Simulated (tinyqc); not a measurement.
BCS gap equation with a constant attraction inside the Debye window. Inputs raised by 2 %, one at a time. Computed by tinyqc, a small Python program. Command: `OMP_NUM_THREADS=1 python tinyqc.py 3001934 3001935 out.jsonl bcs sens`. One thread of a shared host (Intel(R) Xeon(R) Processor @ 2.30GHz), about 0.02 s of CPU time with the checks.

Pairs attract with strength V for |xi| < k_B Theta; N(0) is the density of states for one spin. Energies are given as temperatures (E/k_B, in K) unless marked.

Inputs (values chosen for the exercise, modelled on vanadium): coupling N(0)V = 0.228; Debye temperature Theta = 380 K; temperature T = 3.14 K; Fermi velocity v_F = 320000 m/s; electron density n = 7.26 1e28/m^3; mean free path l = 1300 nm; junction resistance R_n = 0.91 kilo-ohm.

Solver: bisection.

Constants: k_B = 8.617333262e-05 eV/K; hbar = 1.054571817e-34 J s; k_B = 1.380649e-23 J/K; m_0 = 9.1093837015e-31 kg; eps_0 = 8.8541878128e-12 F/m; c = 299792458 m/s; e = 1.602176634e-19 C; h = 6.62607015e-34 J s.

Method:
- At T = 0 the gap equation 1/(N(0)V) = int_0^Theta d xi/sqrt(xi^2 + Delta^2) has the integral arcsinh(Theta/Delta), so Delta_0 = Theta/sinh(1/(N(0)V)); weak coupling gives 2 Theta exp(-1/(N(0)V)).
- Gap equation: 1/(N(0)V) = I(Delta, T) = int_0^Theta tanh(E/2T)/E d xi, E = sqrt(xi^2 + Delta^2); 64 Gauss-Legendre points in y with xi = max(Delta, T) sinh(y).
- Residual r = N(0)V I - 1, with Delta_0 = Theta/sinh(1/(N(0)V)). Bisection between 0 and Delta_0. Stop when |r| < 1e-9 or after 40 steps.
- xi_0 = hbar v_F/(pi Delta_0); lambda_L = sqrt(m_0 eps_0 c^2/(n e^2)); N(0) = 3 n/(2 m_0 v_F^2) for one spin; condensation energy N(0) Delta_0^2/2 = B_c^2/(2 mu_0), mu_0 = 1/(eps_0 c^2); with scattering lambda = lambda_L sqrt(1 + xi_0/l) in the local limit (where xi_0 and l both exceed lambda, nonlocal response makes the true depth larger); Ginzburg-Landau kappa = 0.96 lambda_L/xi_0 + 0.72 lambda_L/l. Free-electron mass throughout; heavier carriers, as in niobium or vanadium, give a larger lambda_L and kappa and can make the metal type II.
- Ambegaokar-Baratoff: I_c R_n = (pi Delta/(2e)) tanh(Delta/2T); Josephson energy E_J = hbar I_c/(2e), given as E_J/h; inductance hbar/(2 e I_c); thermal quasiparticle fraction x = n_qp/(2 N(0) Delta) = sqrt(2 pi T/Delta) exp(-Delta/T), valid for T well below Delta.

Runs:
```
input moved                           from       to  Delta(T) (K)  critical field B_c(0) (mT)  critical current I_c (nA)  depth with scattering (nm)
base run                                 -        -        8.6685                      158.27                     1136.0                      20.336
coupling N(0)V                       0.228  0.23256        9.7084                      172.48                     1318.6                      20.287
Debye temperature Theta (K)            380    387.6        8.9052                      161.43                     1177.9                      20.325
temperature T (K)                     3.14   3.2028        8.6017                      158.27                     1116.2                      20.336
Fermi velocity v_F (m/s)            320000   326400        8.6685                      155.16                     1136.0                      20.349
electron density n (1e28/m^3)         7.26   7.4052        8.6685                      159.84                     1136.0                      20.136
mean free path l (nm)                 1300     1326        8.6685                      158.27                     1136.0                      20.325
junction resistance R_n (kilo-ohm)    0.91   0.9282        8.6685                      158.27                     1113.7                      20.336
```

Exponents ln(y'/y) / ln(x'/x):
```
input                    Delta(T)  critical field B_c(0)  critical current I_c  depth with scattering
coupling N(0)V              5.721                  4.344                 7.527                 -0.124
Debye temperature Theta     1.360                  1.000                 1.826                 -0.029
temperature T              -0.391                  0.000                -0.890                  0.000
Fermi velocity v_F          0.000                 -1.000                 0.000                  0.030
electron density n          0.000                  0.500                 0.000                 -0.500
mean free path l            0.000                  0.000                 0.000                 -0.029
junction resistance R_n     0.000                  0.000                -1.000                  0.000
```

To which inputs is each result most sensitive?

Among the inputs moved here: Delta(T) answers most in size to coupling N(0)V (exponent +5.721), next to Debye temperature Theta (+1.360); its exponent is below 0.0005 for Fermi velocity v_F, electron density n, mean free path l, junction resistance R_n. Critical field B_c(0) answers most in size to coupling N(0)V (exponent +4.344), next to Debye temperature Theta (+1.000); its exponent is below 0.0005 for temperature T, mean free path l, junction resistance R_n. Critical current I_c answers most in size to coupling N(0)V (exponent +7.527), next to Debye temperature Theta (+1.826); its exponent is below 0.0005 for Fermi velocity v_F, electron density n, mean free path l. Its exponent -1.000 in junction resistance R_n: I_c R_n is fixed by the gap. Depth with scattering answers most in size to electron density n (exponent -0.500), next to coupling N(0)V (-0.124); its exponent is below 0.0005 for temperature T, junction resistance R_n. Its exponent -0.029 in mean free path l: the clean limit.
